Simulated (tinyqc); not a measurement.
Which input was changed? Model: thermal displacements in the Debye model: Debye-Waller factors, bond-length spread and the Lindemann rule. Computed by tinyqc, a small Python program. Command: `OMP_NUM_THREADS=1 python tinyqc.py 3030939 3030940 out.jsonl debyewaller which`. One thread of a shared host (Intel(R) Xeon(R) Processor @ 2.30GHz), about 0.06 s of CPU time with the checks.

A Debye spectrum with three branches of one velocity, cut at k_B Theta; 4 atoms per cube, nearest neighbours at d = 0.707107 a.

Inputs (values chosen for the exercise, modelled on nickel): atomic mass M = 58.69 u; Debye temperature Theta = 418 K; lattice constant a = 3.524 angstrom; temperature T = 295 K; Lindemann ratio x_L = 0.1; gamma-ray energy E = 6.2 keV; photoelectron wave number k = 6.6 1/angstrom.

Structure: fcc.

Constants: hbar^2/u = 4.18015928e-03 eV angstrom^2; k_B = 8.617333262e-05 eV/K; e = 1.602176634e-19 C; u = 1.6605390666e-27 kg; c = 299792458 m/s; hbar = 6.582119569e-16 eV s.

Method:
- <u_x^2> = (3 hbar^2/(2 M k_B Theta)) int_0^1 s coth(s Theta/(2T)) ds (64 Gauss-Legendre points); it tends to 3 hbar^2/(4 M k_B Theta) at T = 0 and to 3 hbar^2 T/(M k_B Theta^2) at high T.
- B = 8 pi^2 <u_x^2>.
- A nucleus of this mass is supposed to emit a gamma ray of the energy chosen: recoil energy E_R = E^2/(2 M c^2), wave number k_g = E/(hbar c), recoil-free fraction f = exp(-k_g^2 <u_x^2>).
- Correlated Debye model: sigma^2 = (3 hbar^2/(M k_B Theta)) int_0^1 s coth(s Theta/(2T)) [1 - sin(s q_D R)/(s q_D R)] ds for two atoms at distance R, q_D = (6 pi^2 n)^(1/3), n atoms per volume; uncorrelated motion would give 2 <u_x^2>.
- An EXAFS amplitude is damped by exp(-2 k^2 sigma^2).
- Melting is placed where sqrt(3 <u_x^2>) = x_L d; the classical form gives T_m = M k_B Theta^2 (x_L d)^2/(9 hbar^2).

Problem. One of these inputs alone was changed, within the range given: atomic mass M (29.34 to 117.4); Debye temperature Theta (209 to 836); temperature T (147.5 to 590); gamma-ray energy E (3.1 to 12.4). Which one, and to what value?

Results:
```
run     recoil-free fraction f  sigma^2 of the nearest bond (angstrom^2)  Lindemann T_m (K)
before               0.9573470                               0.005604117           1455.132
after                0.9662794                               0.005604117           1455.132
```

Solution.

Each candidate set to reproduce recoil-free fraction f, and what it then gives:
```
candidate                    range searched  value needed  sigma^2 of the nearest bond (angstrom^2)  Lindemann T_m (K)
atomic mass M (u)            29.34 to 117.4         74.58                                 0.0044101             1850.7
Debye temperature Theta (K)      209 to 836         474.6                                 0.0044444             1877.1
temperature T (K)              147.5 to 590         223.9                                 0.0044947             1455.1
gamma-ray energy E (keV)        3.1 to 12.4         5.500                                 0.0056041             1455.1
```

Only gamma-ray energy E fits every result: it went from 6.2 to 5.50 keV. The next best candidate, temperature T, misses one result by 20 %.
